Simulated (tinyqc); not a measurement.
# Undoped gate-all-around wire MOSFET, analytic charge model: several studies

An undoped round wire of radius R under an insulator shell and a surrounding gate; long channel, electrons only, n = ni exp((psi - V)/Vt) with V the quasi-Fermi potential (0 at the source, Vd at the drain), constant mobility, no quantisation. The radial Poisson equation gives n(r) = n(0)/(1 - (1 - b) r^2/R^2)^2 with b = Q0/(Q + Q0). Q is the electron charge per area of the wire surface.

Inputs (values chosen for the exercise); material values close to those of silicon:
- T = 400 K (temperature)
- Eg = 1.1 eV (band gap)
- eps_r = 11.9 (relative permittivity of the semiconductor)
- Nc = 4.28e19 cm^-3 (conduction-band density of states at T)
- Nv = 4.06e19 cm^-3 (valence-band density of states at T)
- eox = 25.7 (relative permittivity of the gate insulator)
- tox = 8.6 nm (insulator thickness)
- R = 4 nm (wire radius)
- dphi = 0.11 V (gate work function less that of the intrinsic body)
- mu = 310 cm^2/(V s) (channel mobility)
- L = 1 um (gate length)
- Vd = 0.3 V (drain voltage)

Constants: q = 1.602176634e-19 C, kB = 1.380649e-23 J/K, Vt = kB T/q, eps0 = 8.8541878128e-14 F/cm where lengths are in cm. Results are converted to the units shown.

Each table varies one quantity; the others keep the values above.

## Effect of the gate work function less that of the intrinsic body

ni = sqrt(Nc Nv) exp(-Eg/(2 Vt)), Eg in volts; Cox = eps0 eox/(R ln(1 + tox/R)); Q0 = 4 eps0 eps_r Vt/R; V0 = dphi + Vt ln[8 eps0 eps_r Vt/(q ni R^2)]. Q solves Vg - V0 - V = Q/Cox + Vt ln(Q/Q0) + Vt ln(1 + Q/Q0). I = mu (2 pi R/L)[2 Vt (Qs - Qd) + (Qs^2 - Qd^2)/(2 Cox) + Vt Q0 ln((Qd + Q0)/(Qs + Q0))], with Qs at V = 0 and Qd at V = Vd.  I(low) is taken at Vg = 0.37 V, Qs and I(high) at Vg = 1.12 V.

Results:
```
dphi (V)  V0 (V)  I(low) (nA)  Qs(high) (nC/cm^2)  I(high) (uA)
-0.04     0.4651        5.664                2557         4.468
0.01      0.5151        1.416                2338         3.976
0.06      0.5651       0.3377                2121         3.494
0.11      0.6151      0.07949                1907         3.023
0.16      0.6651      0.01865                1696         2.566
0.26      0.7651     0.001025                1285         1.709
```

Estimate the missing row, dphi = 0.21 V.

Computed row:
```
dphi (V)  V0 (V)  I(low) (nA)  Qs(high) (nC/cm^2)  I(high) (uA)
0.21      0.7151     0.004374                1488         2.127
```

With this row back in the table: As dphi goes from -0.04 to 0.26 V, I(low) falls from 5.66 to 0.00103 nA and I(high) falls from 4.47 to 1.71 uA. V0 rises from 0.465 to 0.765 V. In every row the surface density at the source at the higher gate voltage passes 0.3 Nc, where Boltzmann statistics fail. In every row the body is thin enough for quantum confinement, left out here, to raise the threshold.

## Transfer curve and volume inversion

I = mu (2 pi R/L)[2 Vt (Qs - Qd) + (Qs^2 - Qd^2)/(2 Cox) + Vt Q0 ln((Qd + Q0)/(Qs + Q0))], with Qs at V = 0 and Qd at V = Vd. The drop is psi(surface) - psi(centre) at the source end; C = dQs/dVg, Cg = Cox, drop = 2 Vt ln(1 + Qs/Q0); gm = dI/dVg.

Transfer curve and volume inversion:
```
Vg (V)  Qs (nC/cm^2)  drop (mV)       C/Cg     I (uA)  gm/I (1/V)
0.32        0.069447   0.013181  4.0612e-4  1.8653e-5      29.003
0.47          5.1593    0.97244   0.028912  0.0014160      28.383
0.62          136.68     22.020    0.38576   0.056915      18.700
0.77          542.97     63.030    0.66518    0.43268      9.6841
0.92          1087.5     95.473    0.78435     1.3214      5.6064
1.07          1695.5     119.60    0.84473     2.5661      3.4993
1.22          2337.9     138.33    0.88000     3.9762      2.4500
1.37          3001.4     153.47    0.90274     5.4726      1.8591
1.52          3678.9     166.12    0.91850     7.0207      1.4882
```

What does the table show?

The current rises from 1.87e-5 to 7.02 uA. In the first row gm/I is 29.0 1/V, 0.030 % below 1/Vt: with no depletion charge the whole body follows the gate, and the swing is ideal. The drop between surface and centre goes from 0.013 to 166 mV and passes Vt at Vg = 0.77 V among the rows; below that the density varies across the body by less than a factor of e (volume inversion). C reaches 0.92 of Cg in the last row. For Vg = 0.77 to 1.52 V the surface density at the source passes 0.3 Nc, where Boltzmann statistics fail. In every row the body is thin enough for quantum confinement, left out here, to raise the threshold.

## Output curve

Same model as above.

In this table Vg = 0.92 V.

Output curve:
```
Vd (V)  Qd (nC/cm^2)     Qd/Qs  I (uA)
0.06           859.5    0.7903  0.4547
0.11           679.1    0.6245  0.7540
0.17           478.2    0.4397   1.024
0.22           328.2    0.3018   1.180
0.28           177.6    0.1633   1.297
0.33           85.82   0.07891   1.347
0.38           31.46   0.02893   1.369
0.44           6.800  0.006252   1.376
0.49           1.666  0.001532   1.378
```

What does the table show?

The current rises from 0.455 to 1.38 uA, while the charge at the drain end falls from 0.79 to 0.0015 of that at the source. The current first comes within 1 % of its last value at Vd = 0.38 V among the rows. In every row the surface density at the source passes 0.3 Nc, where Boltzmann statistics fail. In every row the body is thin enough for quantum confinement, left out here, to raise the threshold.

tinyqc, about 0.03 s, one thread, Intel Xeon 2.30GHz (shared host): `OMP_NUM_THREADS=1 python tinyqc.py 2460135 2460136 out.jsonl`
